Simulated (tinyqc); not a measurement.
Poole-Frenkel parameters from three currents.

Question. Poole-Frenkel conduction in an insulator follows J = s0 F exp[-(pt - sqrt(q F/(pi eps0 ei)))/Vt], Vt = kB T/q, F in V/cm. Find ei, pt and s0.

Constants: q = 1.602176634e-19 C, kB = 1.380649e-23 J/K, eps0 = 8.8541878128e-14 F/cm where lengths are in cm. Results are converted to the units shown.

J at (0.9 MV/cm, 300 K), (3.62 MV/cm, 300 K) and (3.62 MV/cm, 350 K) (A/cm^2): 5.2882057e-5  104.01965  359.73157

Solution. The two fields give the lowering coefficient and so ei; the two temperatures give the lowered barrier, to which the lowering is added back.

ei = 4.57
pt = 0.900 eV
s0 = 0.170 S/cm

Program tinyqc, `OMP_NUM_THREADS=1 python tinyqc.py 2370011 2370012 out.jsonl`; Intel Xeon 2.30GHz, shared host, one thread, about 0.01 s.
